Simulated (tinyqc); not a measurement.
# Rectangular fin or nanosheet with a gate all round, subbands and threshold shift from confinement: effects of single changes

Undoped body with a flat potential across it, hard walls, transport along x. Three valley pairs (g = 2 each) with the longitudinal mass along x, y or z. Non-parabolicity enters the subband edges through E (1 + al E) = gamma, so E = 2 gamma/(1 + sqrt(1 + 4 al gamma)); motion within a subband is taken as parabolic with the band-edge mass. Energies are counted from the bulk band edge.

Inputs (values chosen for the exercise); masses close to those of silicon:
```
symbol,value,unit,meaning
T,300,K,temperature
ml,0.911,m0,longitudinal mass
mt,0.189,m0,transverse mass
al,0.5,1/eV,non-parabolicity
t,5.2,nm,width (along y)
dl,0,nm,widening of the box by penetration into the insulator
Cg,2.3,uF/cm^2,gate capacitance per area of interface
H,7.8,nm,height (along z)
```

Constants: q = 1.602176634e-19 C, kB = 1.380649e-23 J/K, hbar = 1.054571817e-34 J s, m0 = 9.1093837015e-31 kg, Vt = kB T/q, hbar^2/(2 m0) = 0.0380998212 eV nm^2. Results are converted to the units shown.

Each table varies one quantity; the others keep the values above.

## Confinement against the width

gamma = C pi^2 [a^2/(my (t + dl)^2) + b^2/(mz (H + dl)^2)], C = hbar^2/(2 m0). Each subband has N_k = g sqrt(2 mx m0 kB T/(pi hbar^2)); without degeneracy n = exp(EF/Vt) sum N_k exp(-E_k/Vt). Classical value Nc times t H, Nc = sum over valleys of 2 g (m m0 kB T/(2 pi hbar^2))^1.5 with m = (mx my mz)^(1/3). Threshold shift dVT = Vt ln(classical value/sum N_k exp(-E_k/Vt)). With degeneracy n = sum N_k F((EF - E_k)/Vt), F(x) = (1/sqrt(pi)) int_0^infinity u^(-1/2) du/(1 + exp(u - x)); gate: Vg = EF + q n/(Cg P), P = 2 (t + H), summed over the 60 lowest subbands at most, with Vg counted from the value that would put EF at the bulk band edge of an empty body. The last two columns are for Vg = 0.7 V; sensitivity d(dVT)/dt by central differences between 0.99 and 1.01 times the value.

Confinement against the width:
```
t (nm)	E_1 (meV)	gap to the next edge (meV)	dVT (mV)	sensitivity (mV/nm)	n/P (cm^-2)	share of the lowest subband (%)
2	127.7	83.87	128.0	-78.38	6.676e12	68.87
2.7	85.65	86.89	93.53	-29.90	7.255e12	59.70
3.6	62.59	86.41	75.09	-15.45	8.002e12	41.79
4.7	50.13	42.44	60.05	-12.09	8.521e12	29.17
6.3	42.21	13.17	45.10	-6.756	8.866e12	20.58
8.4	34.39	3.446	35.50	-3.003	9.073e12	15.95
11	22.96	12.52	30.11	-1.433	9.219e12	13.78
15	15.51	18.45	26.21	-0.6629	9.343e12	11.02
20	11.69	14.64	23.84	-0.3402	9.427e12	8.688
```

As t grows from 2 to 20 nm, E_1 falls from 128 to 11.7 meV and dVT falls from 128 to 23.8 mV. E_1 goes as t^(-1.33) at the thin end; a thickness error of 0.2 nm moves the threshold by 16 mV in the first row and 0.068 mV in the last. The charge per interface area rises from 6.68e12 to 9.43e12 cm^-2. For t = 2, 2.7 the body is too thin for bulk effective masses to be reliable. In every row the charge in the last two columns would bend the potential across the body by some 30 mV or more, which is left out.

## Charge and subband filling against gate voltage

Same model as above.

Each subband has N_k = g sqrt(2 mx m0 kB T/(pi hbar^2)). Cq = q dn/dEF.

Results:
```
Vg (V)	EF - E_1 (eV)	n (cm^-1)	n/P (cm^-2)	share of the lowest subband (%)	Cq/(Cg P)	total C/(Cg P)
-0.1	-0.1476	2.722e4	1.047e10	49.09	0.02817	0.02740
0.02	-0.05342	9.912e5	3.812e11	47.43	0.9796	0.4948
0.15	-0.01159	4.282e6	1.647e12	42.23	3.719	0.7881
0.28	0.01010	8.324e6	3.202e12	36.97	6.420	0.8652
0.4	0.02422	1.228e7	4.722e12	32.88	8.622	0.8961
0.53	0.03643	1.667e7	6.413e12	29.31	10.68	0.9144
0.65	0.04603	2.079e7	7.997e12	26.65	12.31	0.9248
0.9	0.06308	2.949e7	1.134e13	22.51	14.96	0.9373
```

Estimate the missing row, Vg = 0.78 V.

Computed row:
```
Vg (V)	EF - E_1 (eV)	n (cm^-1)	n/P (cm^-2)	share of the lowest subband (%)	Cq/(Cg P)	total C/(Cg P)
0.78	0.05528	2.530e7	9.731e12	24.30	13.79	0.9324
```

With this row back in the table: EF passes E_1 = 0.0469 eV at Vg = 0.212 V. The share of the lowest subband falls from 49.1 to 22.5 % and the total capacitance rises from 0.0274 to 0.937 of Cg P. Between the last two rows 6.5 % of the added gate voltage goes into raising EF. For Vg = 0.15, 0.28, 0.4, 0.53, 0.65, 0.78, 0.9 the charge would bend the potential across the body by some 30 mV or more, which is left out.

Program tinyqc, `OMP_NUM_THREADS=1 python tinyqc.py 2350137 2350138 out.jsonl`; Intel Xeon 2.30GHz, shared host, one thread, about 0.3 s.
